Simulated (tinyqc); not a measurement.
MOSFET with velocity saturation and source resistance: one step of the calculation.

Strong inversion, charge Q = Cox (Vg - m V) at channel potential V with Vg the gate overdrive, and drift velocity v = mu E/(1 + mu E/vsat). Integrating along the channel gives I = mu Cox (1/L)(Vg Vd - m Vd^2/2)/(1 + Vd/Vc) per width, Vc = vsat L/mu, which peaks at Vdsat. Units: I in uA/um, Rs in ohm um, so the drop over Rs is 1e-6 I Rs volts.

Question. Saturation current with source resistance. Vg = Vgs - I Rs - VT (0 if negative), mu = mu0/(1 + th Vg), Vc = vsat L/mu, x = sqrt(1 + 2 Vg/(m Vc)), Vdsat = 2 Vg/(m (1 + x)), Isat = Cox vsat Vg (x - 1)/(x + 1) per width. I(new) = Isat.

Inputs (values chosen for the exercise): gate capacitance Cox = 1.95 uF/cm^2; mobility at low gate voltage mu0 = 300 cm^2/(V s); mobility degradation th = 0.4 1/V; saturation velocity vsat = 1.1e7 cm/s; body factor m = 1.35; threshold VT = 0.69 V; channel length L = 0.1 um; source resistance Rs = 50 ohm um; gate voltage Vgs = 1.8 V.

I after iteration 1 = 807.43915 uA/um

Give: Vg; mu; Vc; Vdsat; Isat; I after iteration 2.

Answer.

Vg = 1.070 V
mu = 210.1 cm^2/(V s)
Vc = 0.5235 V
Vdsat = 0.5270 V
Isat = 768.2 uA/um
I after iteration 2 = 768.2 uA/um

Numbers from tinyqc (`OMP_NUM_THREADS=1 python tinyqc.py 2500121 2500122 out.jsonl`; about 0.01 s on one thread of a shared Intel Xeon 2.30GHz).
